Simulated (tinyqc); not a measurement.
One rectangular barrier with mass mismatch, transfer matrices: one step of the calculation.

One electron of energy E comes from the left lead (band edge 0); no transverse momentum. Parabolic bands, masses in units of m0, C = hbar^2/(2 m0); psi and psi'/m are continuous at every interface. The right lead equals the left one.

Problem. Matrices of the layers. For the pair (psi, psi'/m) a flat layer has M = [[cos kd, (m/k) sin kd], [-(k/m) sin kd, cos kd]] with k = sqrt(m (E - U)/C) above its edge U, and M = [[cosh Kd, (m/K) sinh Kd], [(K/m) sinh Kd, cosh Kd]] with K = sqrt(m (U - E)/C) below it. M12 is in nm, M21 in 1/nm.

Values chosen for this exercise; masses and offsets of a made-up heterostructure: barrier height U1 = 1.1 eV; barrier mass m1 = 0.15 m0; barrier width d1 = 0.7 nm; electron energy E = 1.673 eV.

Constants: q = 1.602176634e-19 C, hbar = 1.054571817e-34 J s, m0 = 9.1093837015e-31 kg, hbar^2/(2 m0) = 0.0380998212 eV nm^2. Results are converted to the units shown.

Find: M of layer 1.

Solution.

M of layer 1:
```
,1,2
1,0.4964,0.08670
2,-8.692,0.4964
```

Range of the model: Masses are held fixed, although real bands cease to be parabolic a few tenths of an eV from their edges (inside a barrier too). Layers thinner than about 0.8 nm hold only a few atomic planes, where an effective mass is a rough description.

Program tinyqc, `OMP_NUM_THREADS=1 python tinyqc.py 2560044 2560045 out.jsonl`; Intel Xeon 2.30GHz, shared host, one thread, about 0.01 s.
